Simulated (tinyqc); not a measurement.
Resistance of a tapered via with liner, size effect and interface: two steps of the calculation.

A round via whose diameter grows from db at the bottom as D(z) = db + 2 z/tan(ang). The fill, of diameter D - 2 tl, starts above the bottom liner (thickness fb tl) and has rho = rho0 (1 + ks lam/(D - 2 tl)); the sidewall liner conducts in parallel with it. The bottom liner and the interface are crossed over the full area pi db^2/4. Spreading in the lines above and below is left out.

Values chosen for this exercise; fill metal close to ruthenium: diameter at the bottom db = 39 nm; height hv = 56 nm; sidewall angle ang = 89 degrees; bulk resistivity of the fill rho0 = 7.92 uohm cm; mean free path of the fill lam = 6.68 nm; size-effect factor ks = 1.6; liner on the sidewall tl = 0.3 nm; liner at the bottom over that on the sidewall fb = 1; resistivity of the liner rl = 380 uohm cm; interface resistivity at the bottom ri = 1.4e-12 ohm cm^2; ballistic conductance per area, about 3/(4 rho0 lam) Sb = 1.5e15 S/m^2.

Task 1. Slices of the via. Slices between z0 = fb tl and hv, evaluated at their midpoints: conductance per length pi/4 [(D - 2 tl)^2/rho + (D^2 - (D - 2 tl)^2)/rl], slice resistance = slice height over that. 8 slices.

Find: z; D; rho; slice resistance.

Result 1.

| slice | z (nm) | D (nm) | rho (uohm cm) | slice resistance (ohm) |
|---|---|---|---|---|
| 0 | 3.781 | 39.13 | 10.12 | 0.6036 |
| 1 | 10.74 | 39.38 | 10.10 | 0.5952 |
| 2 | 17.71 | 39.62 | 10.09 | 0.5870 |
| 3 | 24.67 | 39.86 | 10.08 | 0.5790 |
| 4 | 31.63 | 40.10 | 10.06 | 0.5712 |
| 5 | 38.59 | 40.35 | 10.05 | 0.5635 |
| 6 | 45.56 | 40.59 | 10.04 | 0.5559 |
| 7 | 52.52 | 40.83 | 10.02 | 0.5485 |

Task 2. Total resistance. R_fill = sum of the slices; R_bottom = rl fb tl/(pi db^2/4); R_interface = ri/(pi db^2/4); ballistic (Sharvin) limit 1/(Sb pi (db - 2 tl)^2/4); ideal cylinder rho0 hv/(pi db^2/4).

| slice | slice resistance (ohm) |
|---|---|
| 0 | 0.60355191 |
| 1 | 0.59520141 |
| 2 | 0.58702142 |
| 3 | 0.57900736 |
| 4 | 0.57115480 |
| 5 | 0.56345946 |
| 6 | 0.55591721 |
| 7 | 0.54852404 |

Wanted: parts; R; shares; ballistic limit; ideal cylinder.

Result 2.

parts (ohm): fill 4.6038, bottom liner 0.95430, interface 0.11719
R = 5.6753 ohm
shares (%): fill 81.120, bottom liner 16.815, interface 2.065
ballistic limit = 0.57565 ohm
ideal cylinder = 3.7127 ohm

The fill is the largest part, and R is 1.53 times the ideal cylinder. With 2000 slices R = 5.6754 ohm.

tinyqc, about 0.01 s, one thread, Intel Xeon 2.30GHz (shared host): `OMP_NUM_THREADS=1 python tinyqc.py 2750020 2750021 out.jsonl`
